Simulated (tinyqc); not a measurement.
# Worked calculation: frequency dispersion of an accumulation capacitance by border traps, distributed model

Numbers from tinyqc (`OMP_NUM_THREADS=1 python tinyqc.py 2202128 2202129 out.jsonl`; about 0.5 s on one thread of a shared Intel Xeon 2.30GHz). Printed values are rounded.

Traps spread evenly through the insulator exchange electrons with the semiconductor by tunnelling, with tau(x) = t0 exp(2 ka x) at depth x from the interface. The admittance per area Y seen at depth x obeys dY/dx = -Y^2/(i w eps0 eox) + q Nb ln(1 + i w tau)/tau, with Y(0) = i w Cs and w = 2 pi f; the gate sees Y(tox) = G + i w C. Working variable y = Y/(i w), in uF/cm^2. Cox = eps0 eox/tox.

Inputs (values chosen for the exercise); permittivity close to that of hafnium oxide: relative permittivity of the insulator eox = 18.3; insulator thickness tox = 8.4 nm; semiconductor capacitance in accumulation Cs = 4.7 uF/cm^2; density of border traps Nb = 4.8e18 cm^-3 eV^-1; decay constant of the wave function in the insulator ka = 4.7 1/nm; time constant of a trap at the interface t0 = 9e-11 s; frequency f = 1e6 Hz; depth down to which the steps are taken xe = 1.3 nm.

Constants: q = 1.602176634e-19 C, eps0 = 8.8541878128e-14 F/cm where lengths are in cm. Results are converted to the units shown.

## Scales and lumped estimate

Cox; trap-free value 1/(1/Cox + 1/Cs); response depth d = ln(1/(w t0))/(2 ka), where w tau = 1; lumped estimate: all traps within d act as C_bt = q Nb d placed at d/2, so C = 1/{1/[1/(1/Cs + d/(2 eps0 eox)) + C_bt] + (tox - d/2)/(eps0 eox)}.

Cox = 1.928948 uF/cm^2
trap-free C = 1.367646 uF/cm^2
d = 0.7955132 nm
C_bt = 0.06117853 uF/cm^2
lumped C = 1.374028 uF/cm^2

The traps within reach amount to 0.0130 Cs and lie in the first 9.47 % of the insulator.

## Midpoint steps through the active depth

In terms of y: dy/dx = -y^2/(eps0 eox) + s(x), s = q Nb ln(1 + z)/z, z = i w tau. 9 midpoint steps of h = xe/9: y_half = y + (h/2) y'(x, y), y(new) = y + h y'(x + h/2, y_half).

```
point	x (nm)	s (uF/(cm^2 nm))	y (uF/cm^2)
0	0	0.07690447-0.00002174i	4.700000+0.000000i
1	0.1444444	0.07690435-0.00008453i	4.521894-0.000006i
2	0.2888889	0.07690261-0.00032861i	4.357556-0.000029i
3	0.4333333	0.07687620-0.00127682i	4.205479-0.000119i
4	0.5777778	0.07648107-0.00492547i	4.064354-0.000467i
5	0.7222222	0.07127179-0.01721807i	3.932866-0.001780i
6	0.8666667	0.04323392-0.03094224i	3.808173-0.005408i
7	1.011111	0.01459133-0.02062599i	3.686836-0.008894i
8	1.155556	0.00400659-0.00882432i	3.570661-0.010252i
9	1.3	0.00104750-0.00318003i	3.460872-0.010366i
```

## Capacitance and conductance at the gate

y at xe = 3.460872-0.010366i uF/cm^2

Beyond xe the traps are ignored, so 1/y(tox) = 1/y(xe) + (tox - xe)/(eps0 eox); C = Re y, G/w = -Im y, loss tangent G/(w C).

y at the gate = 1.375272-0.001637i uF/cm^2
C = 1.375272 uF/cm^2
G/w = 0.001636879 uF/cm^2
loss tangent = 0.001190222

A fine integration over the whole insulator gives C = 1.3752 and G/w = 0.001703 uF/cm^2; the coarse G/w is 3.9 % below that. The fine C is 0.55 % above the trap-free value, and the lumped estimate is 0.083 % below the fine result.
